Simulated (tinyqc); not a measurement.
What moves the efficiency: defect, radiative and Auger recombination at equal electron and hole densities (ABC model).

J/(e d) = Ae n + B n^2 + C n^3 with Ae = A + 4 S/w (four side walls, carriers spread evenly), e = 1.602176634e-19 C, lengths in cm; internal efficiency IQE = B n^2/(Ae n + B n^2 + C n^3); all injected carriers recombine in the layer.

Values chosen for the exercise (orders of magnitude like those quoted for Si; shifted at random, so the results belong to these values and not to a real crystal): A = 35000 1/s (defect rate); B = 3.6e-15 cm^3/s (radiative coefficient); C = 3.8e-30 cm^6/s (Auger coefficient); S = 0 cm/s (recombination velocity of the side walls); w = 2500 micrometre (side of the square mesa); d = 130000 nm (active thickness); J = 34 A/cm^2 (current density).

IQE_max = Q/(Q + 2) with Q = B/sqrt(Ae C), reached at n = sqrt(Ae/C).

Results for these values:

| case | n (1/cm^3) | IQE | IQE_max | J at the peak (A/cm^2) |
|---|---|---|---|---|
| base | 1.435e+17 | 0.004541 | 0.004911 | 14.1 |

What happens to each result for d = 260000 nm, all else kept?

Answer: n falls from 1.435e+17 to 1.053e+17; IQE rises from 0.004541 to 0.004890; IQE_max does not change at the printed digits; J at the peak rises from 14.1 to 28.1.

The same for each parameter in turn:

| case | n (1/cm^3) | IQE | IQE_max | J at the peak (A/cm^2) |
|---|---|---|---|---|
| base | 1.435e+17 | 0.004541 | 0.004911 | 14.1 |
| A = 70000 1/s | 1.254e+17 | 0.003467 | 0.003478 | 39.7 |
| B = 5.4e-15 cm^3/s | 1.434e+17 | 0.006798 | 0.007349 | 14.1 |
| C = 7.6e-30 cm^6/s | 1.170e+17 | 0.003020 | 0.003478 | 9.93 |
| d = 260000 nm | 1.053e+17 | 0.004890 | 0.004911 | 28.1 |
| J = 102 A/cm^2 | 2.211e+17 | 0.003593 | 0.004911 | 14.1 |

Computed by tinyqc, a small Python program: `OMP_NUM_THREADS=1 python tinyqc.py 1650176 1650177 out.jsonl` (the numbers bound the seed that draws the inputs); one thread of a shared host (Intel(R) Xeon(R) Processor @ 2.30GHz), about 0.01 s for the whole set of steps.
